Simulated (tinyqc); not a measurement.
Inside a calculation. Method: plane-wave Kohn-Sham cycle with exchange-only LDA in a layered model solid. One step of it, computed by the program tinyqc.

Question. Iteration 2: potential. V_H(G) = 4 pi rho(G)/G^2 for G != 0 (uniform background); v_x = -(3 rho/pi)^(1/3); V = V_ext + V_H + v_x; Fourier components f(G_m) = (1/N) sum_j f(x_j) exp(-i G_m x_j).

A solid whose potential varies along x alone (atomic units):
```
parameter                      value
period a                   16.400000
cross-section of the cell  27.000000
electrons per cell                 4
grid points                       16
plane waves -n..n, n               2
k points                           3
V1 in V1 cos(2 pi x/a)     -0.780000
V2 in V2 cos(4 pi x/a)     -0.090000
```

density after iteration 1 (e/bohr^3): [0.00894372, 0.00951273, 0.01013471, 0.00950399, 0.00837320, 0.00815714, 0.00867880, 0.00895984, 0.00895024, 0.00895984, 0.00867880, 0.00815714, 0.00837320, 0.00950399, 0.01013471, 0.00951273]

Give: Potentials on the grid; V(G_m), m = 0, 1, 2, ....

Answer.

Potentials on the grid (hartree):
```
x          V_ext      V_H      v_x        V
0.0000   -0.8700   0.0432  -0.2044  -1.0312
1.0250   -0.7843   0.0430  -0.2087  -0.9499
2.0500   -0.5515   0.0365  -0.2131  -0.7281
3.0750   -0.2349   0.0170  -0.2086  -0.4264
4.1000    0.0900  -0.0081  -0.2000  -0.1181
5.1250    0.3621  -0.0257  -0.1982   0.1382
6.1500    0.5515  -0.0325  -0.2024   0.3166
7.1750    0.6570  -0.0344  -0.2045   0.4181
8.2000    0.6900  -0.0349  -0.2045   0.4507
9.2250    0.6570  -0.0344  -0.2045   0.4181
10.2500   0.5515  -0.0325  -0.2024   0.3166
11.2750   0.3621  -0.0257  -0.1982   0.1382
12.3000   0.0900  -0.0081  -0.2000  -0.1181
13.3250  -0.2349   0.0170  -0.2086  -0.4264
14.3500  -0.5515   0.0365  -0.2131  -0.7281
15.3750  -0.7843   0.0430  -0.2087  -0.9499
```

V(G_m), m = 0, 1, 2, ... (hartree): [-0.2050, -0.3700, -0.0431, -0.0005, 0.0004]
